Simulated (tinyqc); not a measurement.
A run and its error bars: classical Heisenberg spin chain: exact results, Metropolis, heat-bath and over-relaxation steps, and a Monte Carlo run. Computed by tinyqc, a small Python program. Command: `OMP_NUM_THREADS=1 python tinyqc.py 3130251 3130252 out.jsonl heismc walk`. One thread of a shared host (Intel(R) Xeon(R) Processor @ 2.30GHz), about 0.3 s of CPU time with the checks.

E = -J sum_i s_i . s_(i+1) for unit vectors s_i on an open chain; K = J/(k_B T).

Inputs (values chosen for the exercise, for a model chain of large moments):
```
quantity                     value  unit
coupling J                      14   meV
temperature T                 24.4     K
moment mu                      6.7  mu_B
length N of the open chain      16     -
seed                        194212     -
```

Update: heat bath with over-relaxation.

Constants: k_B = 8.617333262e-05 eV/K; mu_B = 5.7883818060e-05 eV/T.

Method:
- Each bond angle is independent, so u = <s_i . s_(i+1)> = coth K - 1/K, <s_i . s_(i+n)> = u^n, correlation length xi = -1/ln|u|, energy per bond -J u, heat capacity per bond c/k_B = 1 - K^2/sinh^2 K, and for the long chain chi = mu^2 (1 + u)/(3 k_B T (1 - u)) per spin.
- For N spins, <|sum s|^2>/N = (1 + u)/(1 - u) - 2 u (1 - u^N)/(N (1 - u)^2); the long chain has (1 + u)/(1 - u), chi over the Curie value, and the difference is relative to it.
- From the ordered state (alternating for J < 0), with each spin drawn from exp(h . s), h = K x sum of neighbours, 200 sweeps are discarded and 1600 recorded (even and odd sites in turn, each heat-bath sweep followed by two sweeps of reflections; random numbers not printed, so these rows are one sample). Errors are the scatter of block means over sqrt(number of blocks).

K = 6.65833

u = 0.849815

<|sum s|^2>/N = 7.95583

Blocking:
```
block length  mean bond product      error  <|sum s|^2>/N    error
1                       0.84979  0.0009507         8.0405  0.07373
4                       0.84979  0.0011312         8.0405  0.08481
16                      0.84979  0.0012438         8.0405  0.09380
40                      0.84979  0.0013106         8.0405  0.10218
80                      0.84979  0.0010138         8.0405  0.10752
```

What does the comparison show, and why?

With blocks of 40 the bond product is 0.0 error bars from the exact u = 0.8498, and <|sum s|^2>/N is 0.8 from the exact 7.956. Blocking to 40 changes the two errors by factors 1.4 and 1.4.
